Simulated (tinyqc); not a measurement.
Worked calculation: Luttinger-Kohn k.p, four valence bands. Computed by tinyqc, a small Python program that keeps every step. Settings: g1 = 6.36, g2 = 1.88, g3 = 2.8. Command: `OMP_NUM_THREADS=1 python tinyqc.py 22736 22737 out.jsonl` (the two numbers bound the seeds that draw the settings). One thread of a shared host (Intel(R) Xeon(R) Processor @ 2.60GHz), about 0.01 s of CPU time with the checks.

## Bloch Hamiltonian at k

Luttinger parameters chosen for this model; energies are counted downward from the top of the valence band:
```
parameter     value  unit
g1         6.360000
g2         1.880000
g3         2.800000
```

k point k (1/angstrom): -0.043000  0.008000  -0.035000

P = c g1 k^2, Q = c g2 (kx^2 + ky^2 - 2 kz^2), R = c sqrt3 [-g2 (kx^2 - ky^2) + 2i g3 kx ky], S = 2 c sqrt3 g3 (kx - i ky) kz, c = hbar^2/2m = 3.809982 eV angstrom^2; rows [P+Q, -S, R, 0], [-S*, P-Q, 0, R], [R*, 0, P-Q, S], [0, R*, S*, P+Q]. The path ends lie at |k| = 0.06 1/angstrom.

H(k) at k (eV), lower triangle (Hermitian):
```
                      3/2                  1/2                -1/2      -3/2
3/2              0.072192
1/2   -0.055617+0.010347i             0.079885
-1/2  -0.022145+0.012712i             0.000000            0.079885
-3/2             0.000000  -0.022145+0.012712i  0.055617-0.010347i  0.072192
```

## Levels at k

Diagonalise the Hermitian matrix.

eigenvalues (eV): 0.013852  0.013852  0.138225  0.138225

## Bands along a path

The same steps at evenly spaced points between the labelled ones.

Bands along the path (eV):
```
k               band 1    band 2    band 3    band 4
[111]         0.010424  0.010424  0.164043  0.164043
[111]-G 0.33  0.004633  0.004633  0.072908  0.072908
[111]-G 0.67  0.001158  0.001158  0.018227  0.018227
G             0.000000  0.000000  0.000000  0.000000
G-[100] 0.33  0.003962  0.003962  0.015423  0.015423
G-[100] 0.67  0.015850  0.015850  0.061691  0.061691
[100]         0.035661  0.035661  0.138805  0.138805
```

## Hole masses

E = c [g1 k^2 -/+ 2 sqrt(g2^2 k^4 + 3 (g3^2 - g2^2)(kx^2 ky^2 + ky^2 kz^2 + kz^2 kx^2))] with c = hbar^2/2m, and m* = hbar^2 k^2 / (2 E).

Masses (electron masses):
```
direction     heavy     light
[100]      0.384615  0.098814
[110]      0.863099  0.086495
[111]      1.315789  0.083612
```
